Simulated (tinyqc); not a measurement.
# Which input was changed?

Model: sheet resistance and Hall data of a diffused or implanted layer. Computed by tinyqc, a small Python program. Command: `OMP_NUM_THREADS=1 python tinyqc.py 3023646 3023647 out.jsonl layer which`. One thread of a shared host (Intel(R) Xeon(R) Processor @ 2.30GHz), about 0.08 s of CPU time with the checks.

Carriers are taken equal to the net active doping down to the junction (full ionisation, which deep dopants in wide-gap hosts do not reach; no spill-over, no depletion), and the Hall factor is 1.

Inputs (values chosen for the exercise, modelled on donors in GaAs):
```
quantity                                 value        unit
mu_min                                     492  cm^2/(V s)
mu_max                                    9210  cm^2/(V s)
N_ref                                  6.1e+16      1/cm^3
exponent alpha                            0.38           -
peak concentration N_0                 2.1e+18      1/cm^3
length scale l                              13          nm
background doping N_B (opposite type)  8.2e+14      1/cm^3
projected range R_p                         33          nm
```

Profile: buried Gaussian (implant). Activation: complete.

Constants: e = 1.602176634e-19 C.

Method:
- N(x) = N_0 exp(-(x - R_p)^2/(2 l^2)) for x > 0, dose N_0 l sqrt(pi/2) erfc(-R_p/(l sqrt 2)), junction x_j = R_p + l sqrt(2 ln(N_0/N_B)); the layer starts at x_0 = max(0, 2 R_p - x_j).
- Mobility mu = mu_min + (mu_max - mu_min)/(1 + (N_t/N_ref)^alpha), N_t = active doping + N_B; carriers n = active doping - N_B, all dopants active.
- Integrals from x_0 (0 unless stated) to x_j by the midpoint rule on 400 even intervals: 1/R_s = e int n mu dx; sheet density n_s = int n dx; Hall sheet density (int n mu dx)^2/int n mu^2 dx; Hall mobility int n mu^2 dx/int n mu dx.
- Mean conductivity 1/(R_s x_j); mean mobility 1/(e n_s R_s).

Task: One of these inputs alone was changed, within the range given: peak concentration N_0 (1.05e+18 to 4.2e+18); length scale l (6.5 to 26); mu_max (4605 to 1.842e+04); N_ref (3.05e+16 to 1.22e+17). Which one, and to what value?

Results:
```
run     Hall sheet density (1/cm^2)  sheet resistance R_s (ohm)  Hall mobility (cm^2/(V s))
before                 6.611535e+12                    354.5971                    2662.270
after                  7.676936e+12                    315.8831                    2573.803
```

Result:

Each candidate set to reproduce Hall sheet density, and what it then gives:
```
candidate                              range searched  value needed  sheet resistance R_s (ohm)  Hall mobility (cm^2/(V s))
peak concentration N_0 (1/cm^3)   1.05e+18 to 4.2e+18      2.440e18                      315.88                      2573.8
length scale l (nm)                         6.5 to 26         15.19                      308.08                      2639.0
mu_max (cm^2/(V s))                 4605 to 1.842e+04  out of reach                           -                           -
N_ref (1/cm^3)                   3.05e+16 to 1.22e+17  out of reach                           -                           -
```

Only peak concentration N_0 fits every result: it went from 2.1e+18 to 2.44e18 1/cm^3. The next best candidate, length scale l, misses one result by 2.5 %.
